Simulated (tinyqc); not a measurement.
Plane-wave Kohn-Sham cycle with exchange-only LDA in a layered model solid, step by step. One step of it, computed by the program tinyqc.

Problem. Iteration 1: Hamiltonian at one k. H(m,m') = (k + G_m)^2/2 delta + V(G_m - G_m'), with V(-G) = V(G).

A solid whose potential varies along x alone (atomic units):
```
parameter                      value
period a                   16.400000
cross-section of the cell  21.000000
electrons per cell                 2
grid points                       16
plane waves -n..n, n               2
k points                           2
V1 in V1 cos(2 pi x/a)     -0.560000
V2 in V2 cos(4 pi x/a)      0.170000
```

V(G_m), m = 0, 1, 2, ... (hartree): -0.177003  -0.280000  0.085000  0.000000  0.000000

k = 0.250000 2 pi / a

Give: H.

Solution.

H (hartree), lower triangle:
```
         -2       -1       +0       +1      +2
-2   0.0478
-1  -0.2800  -0.1357
+0   0.0850  -0.2800  -0.1724
+1   0.0000   0.0850  -0.2800  -0.0623
+2   0.0000   0.0000   0.0850  -0.2800  0.1945
```
